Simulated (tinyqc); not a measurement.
Inside a calculation. Method: Hubbard ring of 5 sites. One step of it, computed by the program tinyqc.

Question. Mean-field iteration 1. H(up) = T + U n(down), H(down) = T + U n(up); fill the lowest levels; n(new) = n + mixing (n(out) - n); E = tr T (rho up + rho down) + U sum n_up n_down of the output.

one-body matrix (hopping and site energies) (eV), lower triangle:
```
           1          2          3          4         5
1   0.120000
2  -0.760000   0.770000
3   0.000000  -0.760000   0.140000
4   0.000000   0.000000  -0.760000   0.070000
5  -0.760000   0.000000   0.000000  -0.760000  0.560000
```

U = 10.800000 eV

electrons, up and down: 2  2

mixing = 0.200000

n(up) at the start (a guess, not normalised): 1 0.700000, 2 0.100000, 3 0.700000, 4 0.100000, 5 0.700000

n(down) at the start (a guess): 1 0.100000, 2 0.700000, 3 0.100000, 4 0.700000, 5 0.100000

Give: levels, up; levels, down; energy; n(up) after iteration 1; n(down) after iteration 1.

Answer.

levels, up (eV): 0.5302  1.0774  2.1115  7.8044  8.4965

levels, down (eV): 0.9696  1.6728  7.1837  7.9040  8.7699

energy = 0.1456 eV

n(up) after iteration 1: 1 0.6866, 2 0.0831, 3 0.7553, 4 0.0834, 5 0.6316

n(down) after iteration 1: 1 0.0832, 2 0.7539, 3 0.0853, 4 0.7553, 5 0.0823
